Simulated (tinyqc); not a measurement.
Order-disorder in a binary alloy on two sublattices: Bragg-Williams and pair (quasi-chemical) approximations: one step, computed by the program tinyqc.

All z = 8 neighbours of a site lie on the other sublattice. B fills the sublattices with x + eta/2 and x - eta/2; energies are per site, from the pure components: u = -z w y with y the probability of an A-B bond taken in one order.

Question. Short-range order at the Bragg-Williams T_c. Quasi-chemical disordered state, with T here the Bragg-Williams T_c and not the input T: y^2/[(1 - x - y)(x - y)] = exp(2 w/(k_B T)) =: E, so y = 2 x (1 - x)/(1 + r), r = sqrt(1 - 4 x (1 - x)(1 - 1/E)); Warren-Cowley alpha = 1 - y/(x (1 - x)); u = -z w y.

Inputs (values chosen for the exercise, for a model alloy): ordering energy w = (e_AA + e_BB)/2 - e_AB = 17.4 meV; fraction x of B = 0.4.

Lattice: bcc (B2 order, z = 8).

T_c, Bragg-Williams = 775.3675 K

Constants: k_B = 8.617333262e-05 eV/K.

Give: bond probability y; alpha of the disordered state at the Bragg-Williams T_c; energy of the disordered state.

Answer.

bond probability y = 0.26948

alpha of the disordered state at the Bragg-Williams T_c = -0.12284

energy of the disordered state = -37.512 meV/site

Short-range order already holds 18 % of the full ordering energy z w x^2, counted from the random alloy at -z w x (1 - x); Bragg-Williams puts none there.
